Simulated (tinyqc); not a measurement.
What moves the results: virtual-crystal alloy A(1-x)B(x) in sp3s* tight binding. A value that a table varies takes the place of the one given here.

sp3s* tight binding, nearest neighbours only: anion (a) at 0, cation (c) at a/4 (1,1,1), orbitals s, px, py, pz, s* on each; k in units of 2 pi/a. With phases e_j = exp(i (pi/2) k.n_j) for n = (1,1,1), (1,-1,-1), (-1,1,-1), (-1,-1,1): g0 = (e1+e2+e3+e4)/4, g1 = (e1+e2-e3-e4)/4, g2 = (e1-e2+e3-e4)/4, g3 = (e1-e2-e3+e4)/4. The diagonal holds the levels Esa, Epa, Exa (s*) and Esc, Epc, Exc. Anion-cation block: <sa|sc> = Vss g0; <sa|xc> = Vsapc g1; <xa|sc> = -Vscpa g1; <xa|xc> = Vxx g0; <xa|yc> = <ya|xc> = Vxy g3, <xa|zc> = <za|xc> = Vxy g2, <ya|zc> = <za|yc> = Vxy g1; <s*a|xc> = Vxapc g1; <xa|s*c> = -Vpaxc g1; y and z take g2 and g3 in place of g1; s-s* and s*-s* vanish.

Virtual crystal: a(x) = (1 - x) aA + x aB (Vegard); the six levels are averaged linearly; the seven couplings follow Harrison's rule, V(x) a(x)^2 = (1 - x) V_A aA^2 + x V_B aB^2. No spin-orbit coupling and no disorder. Gaps are measured from the top of the valence band at Gamma; the Delta value is the minimum on (kx,0,0) for kx from 0.5 to 1.

Values chosen for the exercise (A near a published set for Ge, B for Si; such sets place X and L only to about 0.5 eV; shifted at random, so the results belong to these values and not to a real crystal): aA = 5.662 angstrom (lattice constant of A); aB = 5.429 angstrom (of B); pA = (-5.873, 1.614, -5.873, 1.614, 6.366, 6.366, -6.769, 1.613, 4.897, 5.474, 5.474, 5.202, 5.202) eV (order Esa, Epa, Esc, Epc, Exa, Exc, Vss, Vxx, Vxy, Vsapc, Vscpa, Vxapc, Vpaxc); pB = (-4.185, 1.711, -4.185, 1.711, 6.672, 6.672, -8.272, 1.71, 4.573, 5.708, 5.708, 5.379, 5.379) eV (the same for B); x = 0.57 (fraction of B).

## Gaps across the alloy

Bowing b from E(x) = (1 - x) E(0) + x E(1) - b x (1 - x), taken at x = 0.5.

Gaps (eV):

| x | a (angstrom) | Gamma | Delta | L |
|---|---|---|---|---|
| 0.000 | 5.6620 | 0.8950 | 0.8020 | 0.7753 |
| 0.125 | 5.6329 | 1.2812 | 0.8472 | 0.9757 |
| 0.250 | 5.6037 | 1.6709 | 0.8921 | 1.1799 |
| 0.375 | 5.5746 | 2.0641 | 0.9366 | 1.3879 |
| 0.500 | 5.5455 | 2.4609 | 0.9807 | 1.5995 |
| 0.625 | 5.5164 | 2.8615 | 1.0245 | 1.8146 |
| 0.750 | 5.4873 | 3.2657 | 1.0678 | 2.0329 |
| 0.875 | 5.4581 | 3.3946 | 1.1107 | 2.2544 |
| 1.000 | 5.4290 | 3.4200 | 1.1533 | 2.4788 |

bowing (eV): Gamma -1.214, Delta -0.012, L 0.110

The lowest valley changes from L to the Delta line near x = 0.02 (linear estimate between rows). The bowing is -1.214 (Gamma), -0.012 (Delta) and +0.110 eV (L); a positive value means that the gap sags below the straight line. At Gamma the lowest empty level is s-like at one end and p-like at the other, so that column has a kink and its b is no true bowing. The virtual crystal leaves out the part of the bowing that comes from disorder and bond relaxation, and this model places the Delta and L valleys only roughly, so crossings, or their absence, can differ from those of the real alloy.

## Two ways to average the couplings

The gaps with the 1/a^2 rule and with a plain linear average of all thirteen parameters.

Gaps (eV):

| x | Gamma | Delta | L | Gamma, linear | Delta, linear | L, linear |
|---|---|---|---|---|---|---|
| 0.10 | 1.2037 | 0.8382 | 0.9353 | 1.2141 | 0.8383 | 0.9398 |
| 0.25 | 1.6709 | 0.8921 | 1.1799 | 1.6927 | 0.8922 | 1.1894 |
| 0.50 | 2.4609 | 0.9807 | 1.5995 | 2.4905 | 0.9808 | 1.6124 |
| 0.75 | 3.2657 | 1.0678 | 2.0329 | 3.2883 | 1.0678 | 2.0427 |
| 0.90 | 3.3996 | 1.1193 | 2.2991 | 3.4006 | 1.1192 | 2.3038 |

At x = 0.5 the two rules differ by -29.6 (Gamma), 0.0 (Delta) and -12.9 meV (L), with lattice constants 4.12 % apart: in terms of bowing, b = 4 times the sag at x = 0.5, the rule adds +0.118, 0.000 and +0.052 eV. The ends x = 0 and 1 are the same under both rules.

## Composition and lattice constants

Gaps of the alloy. Each row changes one parameter from the base and keeps the others.

Results:

| case | gap Gamma (eV) | gap Delta (eV) | gap L (eV) | kx of the Delta minimum |
|---|---|---|---|---|
| base | 2.6848 | 1.0053 | 1.7195 | 0.762 |
| x = 0.62 | 2.8454 | 1.0227 | 1.8059 | 0.758 |
| aA = 5.775 angstrom | 2.6738 | 1.0054 | 1.7150 | 0.762 |
| aB = 5.538 angstrom | 2.6976 | 1.0053 | 1.7250 | 0.762 |

The largest shifts from the base row, up to three for each result and ties (the steps differ in size, so this ranks the rows, not the parameters). gap Gamma (eV): x +0.1606, aB +0.0128, aA -0.0110. gap Delta (eV): x +0.0175, aA +0.0001; unchanged at the printed digits by aB. gap L (eV): x +0.0864, aB +0.0055, aA -0.0046. kx of the Delta minimum: x -0.004; unchanged at the printed digits by aA and aB. The lattice constants enter only through the weights of the couplings.

(tinyqc, `OMP_NUM_THREADS=1 python tinyqc.py 1450757 1450758 out.jsonl`, Intel(R) Xeon(R) Processor @ 2.30GHz, 1 thread, shared host, about 0.1 s.)
